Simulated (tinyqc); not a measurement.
Worked calculation: Slater-Koster d bands of an fcc metal. Values are carried at full precision from step to step, so a last printed digit may differ when a step is redone from the rounded ones.

Slater-Koster d bands. For a bond with direction cosines (l, m, n) the 5 x 5 block is dds Ps + ddp Pp + ddd (1 - Ps - Pp), the projectors on sigma, pi and delta states about the bond; for instance <xy|xy> = 3 l^2 m^2 dds + (l^2 + m^2 - 4 l^2 m^2) ddp + (n^2 + l^2 m^2) ddd, <xy|yz> = 3 l m^2 n dds + l n (1 - 4 m^2) ddp + l n (m^2 - 1) ddd and <3z2-r2|3z2-r2> = (n^2 - (l^2 + m^2)/2)^2 dds + 3 n^2 (l^2 + m^2) ddp + (3/4)(l^2 + m^2)^2 ddd. H(k) sums the blocks times cos(k.R) over the neighbours; the d level is the zero of energy; k in 2 pi/a.

Parameters, chosen for this exercise (of the size met in Cu; not measured data): dds = -0.379 eV (dd sigma); ddp = 0.159 eV (dd pi); ddd = -0.015 eV (dd delta); k = (0.44, 0.29, 0) 2 pi/a (wave vector); Nd = 9 (d electrons per atom).

## The block of one bond

Direction (1,1,0)/sqrt2; its eigenvalues must be dds once, ddp twice and ddd twice.

block (eV):
```
             xy      yz      zx   x2-y2   3z2-r2
xy      -0.2880       0       0       0   0.1576
yz            0  0.0720  0.0870       0        0
zx            0  0.0870  0.0720       0        0
x2-y2         0       0       0  0.1590        0
3z2-r2   0.1576       0       0       0  -0.1060
```

## Levels at Gamma

Neighbours: twelve at (a/2)(1,1,0) and equivalents.

Summing the blocks at k = 0 gives E(t2g) = 3 dds + 4 ddp + 5 ddd, E(eg) = 1.5 dds + 6 ddp + 4.5 ddd.

levels (eV): t2g (threefold) -0.5760, eg (twofold) 0.3180

The t2g level lies lower, by 0.8940 eV.

## The Hamiltonian at one k

Sum over the neighbours.

H(k) (eV):
```
             xy       yz       zx    x2-y2   3z2-r2
xy       0.0982        0        0        0  -0.4893
yz            0  -0.6190  -0.2701        0        0
zx            0  -0.2701  -0.0063        0        0
x2-y2         0        0        0  -0.0542   0.1953
3z2-r2  -0.4893        0        0   0.1953   0.2482
```

## Levels and character

Diagonalise H; t2g is xy, yz, zx and eg the other two.

levels (eV): -0.7211  -0.3757  -0.0302  0.0958  0.6981

weights:
```
     band 1  band 2  band 3  band 4  band 5
t2g   1.000   0.438   0.178   1.000   0.384
eg    0.000   0.562   0.822   0.000   0.616
```

## Levels at points of symmetry

Coordinates: G (0, 0, 0), X (1, 0, 0), W (1, 0.5, 0), L (0.5, 0.5, 0.5), K (0.75, 0.75, 0); the others lie half way.

Levels (eV):

| k | band 1 | band 2 | band 3 | band 4 | band 5 |
|---|---|---|---|---|---|
| G | -0.576 | -0.576 | -0.576 | 0.318 | 0.318 |
| G-X 0.5 | -1.152 | -0.424 | 0.288 | 0.288 | 0.636 |
| X | -1.728 | -1.166 | 0.954 | 1.152 | 1.152 |
| W | -0.636 | -0.288 | -0.288 | 0.424 | 1.152 |
| L | -0.696 | -0.618 | -0.618 | 0.966 | 0.966 |
| L-G 0.5 | -0.636 | -0.387 | -0.387 | 0.432 | 0.432 |
| K | -1.198 | -0.521 | 0.543 | 0.581 | 0.929 |

On these points the bands run from -1.728 (X) to 1.152 eV (X and W).

## Second moment and the rectangular band

mu2 = z (dds^2 + 2 ddp^2 + 2 ddd^2)/5 per orbital, with z = 12. A rectangular band with the same mu2 has width W = sqrt(12 mu2), Fermi level W (Nd/10 - 1/2) and bond energy -W Nd (10 - Nd)/20 (Friedel).

mu2 = 0.4672 eV^2
W = 2.3677 eV
Fermi level = 0.9471 eV
bond energy per atom = -1.0655 eV

The bond energy is the attractive part alone; the repulsion between atoms, left out, cancels a large share of it in the cohesive energy.

## Checks

- Levels at Gamma from the formulas against H(0): they agree to 1e-10 or better.
- Second moment from the formula against the mean square level on the mesh: both 0.467167.

Run: tinyqc, `OMP_NUM_THREADS=1 python tinyqc.py 1451468 1451469 out.jsonl`; Intel(R) Xeon(R) Processor @ 2.30GHz, one thread, shared host; about 0.06 s of CPU time with all checks.
